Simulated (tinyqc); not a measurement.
# Zener tunnelling in a reverse-biased junction, two-band WKB: effects of single changes

Abrupt p-n junction, depletion approximation. Energies E are counted from the conduction-band edge of the neutral n side; its Fermi level lies at dn, that of the p side at dn - V, and the valence-band edge of the neutral p side at Em = dn + dp - V. Tunnelling needs 0 < E < Em. Two-band dispersion with equal masses m: inside the gap kappa = sqrt(m u (1 - u/Eg)/C), u the distance from a band edge, C = hbar^2/(2 m0).

Parameters, values chosen for the exercise; band and dielectric values those of a made-up semiconductor: temperature T = 350 K; band gap Eg = 0.661 eV; relative permittivity eps_r = 14.1; conduction-band density of states at 350 K Nc = 2.48e17 cm^-3; valence-band density of states at 350 K Nv = 8.14e18 cm^-3; band-edge mass of the two-band model m = 0.059 m0; acceptor density Na = 3.3e19 cm^-3; donor density Nd = 5.3e18 cm^-3; bias of the p side V = -1.3 V.

Constants: q = 1.602176634e-19 C, kB = 1.380649e-23 J/K, hbar = 1.054571817e-34 J s, h = 6.62607015e-34 J s, m0 = 9.1093837015e-31 kg, Vt = kB T/q, eps0 = 8.8541878128e-14 F/cm where lengths are in cm, hbar^2/(2 m0) = 0.0380998212 eV nm^2. Results are converted to the units shown.

Each table varies one quantity; the others keep the values above.

## Exponent along the true band profile

Nd = Nc F12(dn/Vt), Na = Nv F12(dp/Vt), F12(x) = (2/sqrt(pi)) int_0^infinity sqrt(u)/(1 + exp(u - x)) du; dn = EF - Ec on the n side, dp = Ev - EF on the p side (negative outside the bands); Vbi = Eg + dn + dp. W = sqrt(2 eps0 eps_r (Vbi - V)(1/Na + 1/Nd)/q), mean field F = (Vbi - V)/W, peak field 2 F. In a uniform field F the exponent is S = pi sqrt(m/C) Eg^1.5/(4 F). Transverse energy Et = C kt^2/m raises it to S (1 + 4 Et/Eg), so T = exp(-S) exp(-Et/Eb) with Eb = Eg/(4 S). KJ = (2 q^2/h) m/(4 pi C) (times 1e14 for A/cm^2 per eV^2). Along the true parabolic profile the field at the point where the conduction edge stands at e = E + u is sqrt(2 q Nd e/(eps0 eps_r)) for e < a D and sqrt(2 q Na (D - e)/(eps0 eps_r)) above, D = Vbi - V, a = Na/(Na + Nd); S(E) = 2 int_0^Eg kappa(u) du/field.

Exponent along the true band profile:

| E (eV) | S(E) | S(E)/S of the mean field |
|---|---|---|
| 0.1 | 7.364 | 1.157 |
| 0.282 | 5.931 | 0.9315 |
| 0.465 | 5.136 | 0.8067 |
| 0.648 | 4.603 | 0.7230 |
| 0.831 | 4.211 | 0.6614 |
| 1.013 | 3.908 | 0.6137 |
| 1.196 | 3.661 | 0.5750 |
| 1.379 | 3.459 | 0.5432 |
| 1.562 | 3.508 | 0.5510 |

What does the table show?

S(E) goes from 7.36 through a minimum of 3.46 (at E = 1.379 eV among the rows listed) to 3.51. The mean field gives S = 6.37 and the peak field 3.18; the smallest S(E) is 0.54 of the mean-field value, so the mean field understates the best transmission by a factor of 18.3.

## Effect of the doping Nd

J = KJ exp(-S) Eb times the integral from 0 to Em of [f(E - dn) - f(E - dn + V)] [1 - exp(-min(E, Em - E)/Eb)] dE, f(x) = 1/(1 + exp(x/Vt)), with S and Eb from the mean field; J > 0 flows from p to n.

Results:

| Nd (cm^-3) | Vbi (V) | mean field (MV/cm) | S | J (A/cm^2) |
|---|---|---|---|---|
| 1.6e18 | 0.8641 | 0.4603 | 11.41 | -198.6 |
| 2.1e18 | 0.8904 | 0.5268 | 9.971 | -958.7 |
| 3e18 | 0.9323 | 0.6276 | 8.369 | -5668 |
| 4.1e18 | 0.9776 | 0.7301 | 7.194 | -2.132e4 |
| 5.7e18 | 1.036 | 0.8536 | 6.153 | -7.057e4 |
| 1.1e19 | 1.200 | 1.150 | 4.566 | -4.637e5 |
| 1.5e19 | 1.305 | 1.313 | 4.001 | -9.300e5 |

Estimate the missing row, Nd = 7.9e18 cm^-3.

Computed row:

| Nd (cm^-3) | Vbi (V) | mean field (MV/cm) | S | J (A/cm^2) |
|---|---|---|---|---|
| 7.9e18 | 1.109 | 0.9925 | 5.292 | -1.939e5 |

With this row back in the table: The mean field rises from 0.460 to 1.31 MV/cm, as Nd^(0.47), S falls from 11.4 to 4.00, and |J| rises from 199 to 9.30e5 A/cm^2: 3.67 decades, of which exp(-S) accounts for 3.22.

Range of the model: Parabolic densities of states, no band tails and no gap narrowing, all of which matter at such doping.

Computed by the program tinyqc: `OMP_NUM_THREADS=1 python tinyqc.py 2620123 2620124 out.jsonl`, one thread of a shared Intel Xeon 2.30GHz, about 0.02 s for the whole run.
